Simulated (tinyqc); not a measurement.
Linear model of a band gap against the share of exact exchange: one step. Fixed shares. Four cases, with inputs chosen for the exercise.

Task: Gap, error against the target and eps for alpha = 0, 0.25 and 1/e0; and the alpha that meets the target, (Et - E0)/S.

E(alpha) = E0 + S alpha. A wider gap screens less, modelled in the Penn form eps(alpha) = 1 + (e0 - 1)(EP/(EP + S alpha))^2 with a scale EP chosen for the exercise. A dielectric-dependent hybrid takes alpha = 1/eps.

Case 1.

Values chosen (of the order of those of Ge; not measured data): E0 = 0.08 eV (gap of the semi-local functional); S = 4.9 eV (slope dE/d(alpha)); e0 = 17.92 (optical dielectric constant at alpha = 0); EP = 8.6 eV (energy scale of the screening); Et = 0.74 eV (target gap).

Case 2.

Values chosen (of the order of those of InP; not measured data): E0 = 0.68 eV (gap of the semi-local functional); S = 5.87 eV (slope dE/d(alpha)); e0 = 10.56 (optical dielectric constant at alpha = 0); EP = 10.5 eV (energy scale of the screening); Et = 1.41 eV (target gap).

Case 3.

Values chosen (of the order of those of GaP; not measured data): E0 = 1.64 eV (gap of the semi-local functional); S = 5.77 eV (slope dE/d(alpha)); e0 = 9.46 (optical dielectric constant at alpha = 0); EP = 10.6 eV (energy scale of the screening); Et = 2.38 eV (target gap).

Case 4.

Values chosen (of the order of those of Si; not measured data): E0 = 0.59 eV (gap of the semi-local functional); S = 5.23 eV (slope dE/d(alpha)); e0 = 12.29 (optical dielectric constant at alpha = 0); EP = 8.9 eV (energy scale of the screening); Et = 1.16 eV (target gap).

Give: a table of alpha, E (eV), E - Et (eV), eps; alpha for the target.

Result:

Case 1.

Results:
```
alpha   E (eV)  E - Et (eV)     eps
0.0000   0.080       -0.660  17.920
0.2500   1.305        0.565  13.964
0.0558   0.353       -0.387  16.893
```

alpha for the target = 0.1347

A quarter of exact exchange overshoots the target by 0.57 eV: the material needs 0.135, and 1/e0 = 0.056 lies closer to it than 0.25 does.

Case 2.

Results:
```
alpha   E (eV)  E - Et (eV)     eps
0.0000   0.680       -0.730  10.560
0.2500   2.147        0.738   8.359
0.0947   1.236       -0.174   9.623
```

alpha for the target = 0.1244

A quarter of exact exchange overshoots the target by 0.74 eV: the material needs 0.124, and 1/e0 = 0.095 lies closer to it than 0.25 does.

Case 3.

Results:
```
alpha   E (eV)  E - Et (eV)    eps
0.0000   1.640       -0.740  9.460
0.2500   3.083        0.703  7.555
0.1057   2.250       -0.130  8.564
```

alpha for the target = 0.1282

A quarter of exact exchange overshoots the target by 0.70 eV: the material needs 0.128, and 1/e0 = 0.106 lies closer to it than 0.25 does.

Case 4.

Results:
```
alpha   E (eV)  E - Et (eV)     eps
0.0000   0.590       -0.570  12.290
0.2500   1.897        0.738   9.583
0.0814   1.016       -0.144  11.283
```

alpha for the target = 0.1090

A quarter of exact exchange overshoots the target by 0.74 eV: the material needs 0.109, and 1/e0 = 0.081 lies closer to it than 0.25 does.

Computed by tinyqc, one run a case: `OMP_NUM_THREADS=1 python tinyqc.py N N+1 out.jsonl` with N = 1850080, 1850289, 1850291, 1850347; one thread of a shared Intel(R) Xeon(R) Processor @ 2.30GHz, about 0.01 s a run at most.
